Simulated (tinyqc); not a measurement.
Two-valley model of the transferred-electron effect: one step, computed by the program tinyqc.

Both kinds of valley share one electron temperature T_e, and each has a constant mobility.

Problem. First two iterations. Density-of-states ratio R = Z (m2/m1)^(3/2); n2/n1 = R exp(-dE/(k_B T_e)); mean mobility mu = (mu1 + mu2 n2/n1)/(1 + n2/n1); energy balance e mu F^2 = (3/2) k_B (T_e - T)/tau_E; v = mu F. Fixed point from T_e = T: T_out = T + (2/3) e mu(T_e) F^2 tau_E/k_B, T_new = T_e + mixing (T_out - T_e); stop when |T_out - T_e| is below 1e-6 K.

Inputs (values chosen for the exercise, for a model semiconductor): central-valley mass m1 = 0.064 m_0; satellite-valley mass m2 = 0.22 m_0; satellite valleys Z = 4; valley separation dE = 0.79 eV; central-valley mobility mu1 = 10000 cm^2/(V s); satellite-valley mobility mu2 = 290 cm^2/(V s); energy relaxation time tau_E = 0.5 ps; lattice temperature T = 100 K; electric field F = 3.5 kV/cm; mixing = 0.05.

Solver: damped fixed point.

Constants: k_B = 8.617333262e-05 eV/K.

Give: T_out of iteration 1; T_e after iteration 1; mu at that T_e; T_e after iteration 2.

Solution.

T_out of iteration 1 = 573.9 K

T_e after iteration 1 = 123.7 K

mu at that T_e = 10000 cm^2/(V s)

T_e after iteration 2 = 146.2 K
